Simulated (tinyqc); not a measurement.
From results back to parameters: free-carrier optics of a doped semiconductor (Drude model with one polar phonon). Two cases, with inputs chosen for the exercise.

Problem. The upper coupled mode solves E^4 - (wL^2 + Ep^2) E^2 + Ep^2 wT^2 = 0 with wL = wT sqrt(es/ei); N is hidden.

eps(E) = ei [1 - Ep^2/(E^2 + i E Gam)] + (es - ei) wT^2/(wT^2 - E^2 - i E gT), with Ep^2 = 8 pi c (e^2/(4 pi eps0)) N/(m ei), c = hbar^2/2m0, N in 1/angstrom^3 (1e-24 per 1/cm^3); Gam = hbar/tau, tau = mu m m0/e with m0/e = 5.685630e-12 kg/C and mu in m^2/(V s). Energies in meV.

Constants: hbar^2/2m0 = 3.80998211 eV angstrom^2; e^2/(4 pi eps0) = 14.39964547 eV angstrom.

Case 1.

Values chosen (mass and dielectric values near those of SiC; N and mu are free inputs; interband absorption and the rise of the mass with filling are left out; not measured data):
- m = 0.421 m0 (conductivity mass)
- ei = 6.35 (high-frequency dielectric constant)
- wT = 100.4 meV (TO phonon)
- es = 9.63 (static dielectric constant)

L+ = 260.7789 meV

Case 2.

Values chosen (mass and dielectric values near those of SiC; N and mu are free inputs; interband absorption and the rise of the mass with filling are left out; not measured data):
- m = 0.423 m0 (conductivity mass)
- ei = 6.32 (high-frequency dielectric constant)
- wT = 100.6 meV (TO phonon)
- es = 9.38 (static dielectric constant)

L+ = 122.8765 meV

Find: Ep; N; L-.

Solution. Ep^2 = L+^2 (L+^2 - wL^2)/(L+^2 - wT^2); the product of the roots gives L- = Ep wT/L+.

Case 1.

Ep = 248.78 meV
N = 1.20e+20 1/cm^3
L- = 95.78 meV

Case 2.

Ep = 15.40 meV
N = 4.60e+17 1/cm^3
L- = 12.61 meV

Computed by tinyqc, one run a case: `OMP_NUM_THREADS=1 python tinyqc.py N N+1 out.jsonl` with N = 1651886, 1651912; one thread of a shared Intel(R) Xeon(R) Processor @ 2.30GHz, about 0.01 s a run at most.
